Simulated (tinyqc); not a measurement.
# Worked calculation: n-type polysilicon, carrier trapping at grain boundaries

tinyqc, about 0.01 s, one thread, Intel Xeon 2.30GHz (shared host): `OMP_NUM_THREADS=1 python tinyqc.py 2830235 2830236 out.jsonl` Printed values are rounded.

One-dimensional grains of size Lg, uniform ionised doping N, monovalent traps Qt at each boundary at a depth Et below (for electrons) or above (for holes) the band edge there, abrupt depletion of width W on each side of a boundary, Boltzmann statistics. xi is the distance from the band edge at the grain centre to the Fermi level. Trapped charge Qt/(1 + exp((xi + VB - Et)/Vt)) = 2 N W, barrier VB = q N W^2/(2 eps0 eps_r).

Parameters, values chosen for the exercise; values of the order met in polycrystalline silicon: temperature T = 300 K; relative permittivity eps_r = 11.7; conduction-band density of states at T NB = 2.8e19 cm^-3; grain size Lg = 61 nm; trap density of a grain boundary Qt = 6.4e11 cm^-2; depth of the trap level from the majority band edge at the boundary Et = 0.36 eV; mass for thermionic emission ms = 0.33 m0; correction factor of the emission rate fe = 1; doping N = 4.8e16 cm^-3.

Constants: q = 1.602176634e-19 C, kB = 1.380649e-23 J/K, m0 = 9.1093837015e-31 kg, Vt = kB T/q, eps0 = 8.8541878128e-14 F/cm where lengths are in cm. Results are converted to the units shown.

## Depletion width, Fermi level and barrier

If the trap equation with xi = Vt ln(NB/N) has a root W < Lg/2, the grain is partly depleted; otherwise W = Lg/2 and the trap equation gives xi = Et - VB + Vt ln(Qt/(N Lg) - 1). N* = Qt/Lg.

N* = 1.049180e17 cm^-3
W = 30.5 nm
xi = 0.3298763 V
VB = 0.03452922 V
share of traps filled = 0.4575

N is 0.458 N*, and the grain is fully depleted; VB = 1.34 Vt.

## Resistivity and effective mobility

n0 = NB exp(-xi/Vt); mean density n0 (1 - 2 W/Lg) by charge balance in a partly depleted grain, and n0 (sqrt(pi)/2) erf(u)/u with u = sqrt(VB/Vt) in a fully depleted one; v = sqrt(kB T/(2 pi ms m0)); barrier resistivity Vt exp(VB/Vt)/(q fe n0 v Lg); grain resistivity (1 - 2 W/Lg)/(q n0 mug); effective mobility 1/(q mean density total resistivity).

n0 = 8.044163e13 cm^-3
mean density = 5.538248e13 cm^-3
v = 4.682857e6 cm/s
barrier resistivity = 267.0100 ohm cm
grain resistivity = 0.000000 ohm cm
resistivity = 267.0100 ohm cm
effective mobility = 422.0751 cm^2/(V s)

The resistivity is 267 times that of a single crystal with the same N and mobility mug, and the mean density is 0.115 % of N. The effective mobility exceeds mug only because drift through the depleted grain is left out.
